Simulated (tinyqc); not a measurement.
From results back to parameters: Lorentz oscillators and the Kramers-Kronig relations. Three cases, with inputs chosen for the exercise.

Problem. Below the gap a single undamped oscillator gives n^2 - 1 = Eo Ed/(Eo^2 - E^2) (Wemple-DiDomenico). Two refractive indices were computed from hidden Eo and Ed.

Case 1.

Values chosen (out of a larger set: line positions loosely like those of Ge; Lorentz tails absorb below the gap, where the real solid is clear; not measured data): Ea = 1.02 eV; Eb = 1.94 eV.

n(Ea) = 4.186381
n(Eb) = 4.907359

Case 2.

Values chosen: Ea = 1.02 eV; Eb = 2.44 eV.
n(Ea) = 1.649399
n(Eb) = 1.675864

Case 3.

Values chosen: Ea = 1.01 eV; Eb = 2.4 eV.
n(Ea) = 1.646156
n(Eb) = 1.692565

Find: Eo; Ed; n at E = 0.
Solution. 1/(n^2 - 1) = Eo/Ed - E^2/(Eo Ed) is a straight line in E^2: slope -1/(Eo Ed), intercept Eo/Ed.

Case 1.

Eo = 3.26 eV
Ed = 48.6 eV
n at E = 0 = 3.988

Case 2.

Eo = 10.10 eV
Ed = 17.2 eV
n at E = 0 = 1.644

Case 3.

Eo = 7.62 eV
Ed = 12.8 eV
n at E = 0 = 1.637

Computed by tinyqc, one run a case: `OMP_NUM_THREADS=1 python tinyqc.py N N+1 out.jsonl` with N = 1650524, 1650635, 1650707; one thread of a shared Intel(R) Xeon(R) Processor @ 2.30GHz, about 0.2 s a run at most.
